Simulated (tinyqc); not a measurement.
Resistance of a tapered via with liner, size effect and interface: via resistance against the height.

A round via whose diameter grows from db at the bottom as D(z) = db + 2 z/tan(ang). The fill, of diameter D - 2 tl, starts above the bottom liner (thickness fb tl) and has rho = rho0 (1 + ks lam/(D - 2 tl)); the sidewall liner conducts in parallel with it. The bottom liner and the interface are crossed over the full area pi db^2/4. Spreading in the lines above and below is left out.

Slices between z0 = fb tl and hv, evaluated at their midpoints: conductance per length pi/4 [(D - 2 tl)^2/rho + (D^2 - (D - 2 tl)^2)/rl], slice resistance = slice height over that. 2000 slices. R_fill = sum of the slices; R_bottom = rl fb tl/(pi db^2/4); R_interface = ri/(pi db^2/4); ballistic (Sharvin) limit 1/(Sb pi (db - 2 tl)^2/4); ideal cylinder rho0 hv/(pi db^2/4).

Parameters, values chosen for the exercise; fill metal close to tungsten: diameter at the bottom db = 60 nm; sidewall angle ang = 86 degrees; bulk resistivity of the fill rho0 = 5.35 uohm cm; mean free path of the fill lam = 15.9 nm; size-effect factor ks = 1.1; liner on the sidewall tl = 3.7 nm; liner at the bottom over that on the sidewall fb = 0.7; resistivity of the liner rl = 470 uohm cm; interface resistivity at the bottom ri = 2.5e-12 ohm cm^2; ballistic conductance per area, about 3/(4 rho0 lam) Sb = 9.1e14 S/m^2.

The same in every row: R_bottom (ohm) = 4.3053; R_interface (ohm) = 0.088419; ballistic limit (ohm) = 0.50570.

Result of one run:
```
R_fill (ohm)  R (ohm)  R over ideal cylinder  largest part
6.3305         10.724                 1.1808          fill
```

Which height hv gave this result: 75, 160, 230 or 480 nm?

hv = 480 nm.

The whole series:
```
hv (nm)  R_fill (ohm)  R (ohm)  R over ideal cylinder  largest part
36            0.97761   5.3714                 7.8853  bottom liner
52             1.3859   5.7796                 5.8740  bottom liner
75             1.9168   6.3105                 4.4467  bottom liner
110            2.6188   7.0125                 3.3691  bottom liner
160            3.4483   7.8420                 2.5903  bottom liner
230            4.3610   8.7547                 2.0117          fill
330            5.3285   9.7223                 1.5570          fill
480            6.3305   10.724                 1.1808          fill
```

R rises from 5.37 to 10.7 ohm. The bottom liner is the largest part at hv = 36, the fill from 230 on. The share of the two bottom terms goes from 81.8 to 41.0 %. For hv = 36 the ballistic limit exceeds half of R_fill, so the diffusive model understates R.

tinyqc, about 0.01 s, one thread, Intel Xeon 2.30GHz (shared host): `OMP_NUM_THREADS=1 python tinyqc.py 2750133 2750134 out.jsonl`
